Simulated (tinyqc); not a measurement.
Worked calculation: Hubbard chain of 3 sites. One step of it, computed by the program tinyqc.

Question. The many-body Hamiltonian. Basis: all placements (u, d, 2, 0 on each site), up operators ordered before down ones; hops carry the sign of the same-spin electrons passed.

one-body matrix (hopping and site energies) (eV):
```
           1          2          3
1   0.660000  -0.870000   0.000000
2  -0.870000  -0.440000  -0.870000
3   0.000000  -0.870000  -0.740000
```

U = 8.100000 eV

electrons, up and down: 2  1

Give: H.

Answer.

H (eV):
```
         2u0      u20      uud      20u      udu      u02      duu      02u
2u0   8.9800  -0.8700   0.0000  -0.8700   0.0000   0.0000   0.0000   0.0000
u20  -0.8700   7.8800  -0.8700   0.0000  -0.8700   0.0000   0.0000   0.0000
uud   0.0000  -0.8700  -0.5200   0.0000   0.0000  -0.8700   0.0000   0.0000
20u  -0.8700   0.0000   0.0000   8.6800  -0.8700   0.0000  -0.8700   0.0000
udu   0.0000  -0.8700   0.0000  -0.8700  -0.5200  -0.8700   0.0000  -0.8700
u02   0.0000   0.0000  -0.8700   0.0000  -0.8700   7.2800   0.0000   0.0000
duu   0.0000   0.0000   0.0000  -0.8700   0.0000   0.0000  -0.5200  -0.8700
02u   0.0000   0.0000   0.0000   0.0000  -0.8700   0.0000  -0.8700   6.4800
0u2   0.0000   0.0000   0.0000   0.0000   0.0000  -0.8700   0.0000  -0.8700

         0u2
2u0   0.0000
u20   0.0000
uud   0.0000
20u   0.0000
udu   0.0000
u02  -0.8700
duu   0.0000
02u  -0.8700
0u2   6.1800
```
